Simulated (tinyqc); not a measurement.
Read current of a NAND string, cells in series solved by shooting: one step of the calculation.

Cells in series, numbered from 0 at the source line (0 V) to the bit line, each followed by a gap resistance Rg. A cell with gate Vg, threshold VT, source Vs and drain Vd passes I = 2 nf K Vt^2 [F(Vs) - F(Vd)]/(1 + th max(Vg - VT, 0)), F(V) = ln^2(1 + exp((Vg - VT - nf V)/(2 nf Vt))). The selected cell has Vg = Vr, the others Vg = Vp.

Task. Node voltages for a trial current. For a trial current I start at 0 V and, cell by cell (the selected one is cell 4), solve for the drain: sqrt(F(Vd)) = sqrt(F(Vs) - I/k), k = 2 nf K Vt^2/(1 + th max(Vg - VT, 0)), Vd = [Vg - VT - 2 nf Vt ln(exp(sqrt F) - 1)]/nf, then add I Rg.

Inputs (values chosen for the exercise); values of the order met in vertical NAND strings: temperature T = 358 K; gain factor of a cell K = 3.7 uA/V^2; slope factor nf = 1.7; mobility reduction factor th = 0.18 1/V; resistance of the gap between cells Rg = 1.6 kohm; bit-line voltage Vbl = 0.4 V; pass voltage Vp = 7.6 V; read voltage on the selected word line Vr = 2.67 V.

Constants: q = 1.602176634e-19 C, kB = 1.380649e-23 J/K, Vt = kB T/q. Results are converted to the units shown.

first trial current = 0.41 uA
thresholds from the source end, cell 0 to 4 (V): -1.3  -1.3  4.2  4.2  0.8

Give: node voltage after each cell and gap, trial 1.

Result.

node voltage after each cell and gap, trial 1, cell 0 to 4 (V): 0.03315  0.06652  0.1223  0.1798  0.2806

Program tinyqc, `OMP_NUM_THREADS=1 python tinyqc.py 2142151 2142152 out.jsonl`; Intel Xeon 2.30GHz, shared host, one thread, about 0.7 s.
